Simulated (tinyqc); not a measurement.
# Gate voltage for a given inversion charge

Problem. p-type body, charge-sheet picture, depletion and inversion only, full ionisation (an idealisation for deep acceptors), Boltzmann statistics (rough once Na exp(x - xn) passes about Nc/7). In units of Vt: xg = (Vg - Vfb)/Vt, x = psi/Vt, G = gamma/sqrt(Vt), xn = (2 phiF + Vc)/Vt. The implicit equation is (xg - x)^2 = G^2 [x - 1 + exp(x - xn)] for x above about 3. Cox = eps0 eox/tox. ni = sqrt(Nc Nv) exp(-Eg/(2 Vt)), Eg in volts; phiF = Vt ln(Na/ni); gamma = sqrt(2 q eps0 eps_r Na)/Cox. N_inv = (Cox Vt G/q) [sqrt(x - 1 + exp(x - xn)) - sqrt(x - 1)]. Find x - xn, psi and Vg.

Inputs (values chosen for the exercise); band and dielectric values those of a made-up semiconductor:
- T = 250 K (temperature)
- Eg = 1.11 eV (band gap)
- eps_r = 11.9 (relative permittivity)
- Nc = 2.27e19 cm^-3 (conduction-band density of states at T)
- Nv = 2.43e19 cm^-3 (valence-band density of states at T)
- eox = 3.9 (relative permittivity of the gate insulator (close to silicon dioxide))
- tox = 2.1 nm (insulator thickness)
- Na = 1.4e18 cm^-3 (acceptor density)
- Vfb = -0.47 V (flat-band voltage)
- Vc = 0.2 V (channel-body voltage)

Constants: q = 1.602176634e-19 C, kB = 1.380649e-23 J/K, Vt = kB T/q, eps0 = 8.8541878128e-14 F/cm where lengths are in cm. Results are converted to the units shown.

N_inv = 7.8e10 cm^-2

Answer. N_inv rises steadily with x, so it fixes x; the implicit equation then gives xg directly.

x - xn = 0.614
psi = 1.20 V
Vg = 1.19 V

Computed by the program tinyqc: `OMP_NUM_THREADS=1 python tinyqc.py 2122132 2122133 out.jsonl`, one thread of a shared Intel Xeon 2.30GHz, about 0.01 s for the whole run.
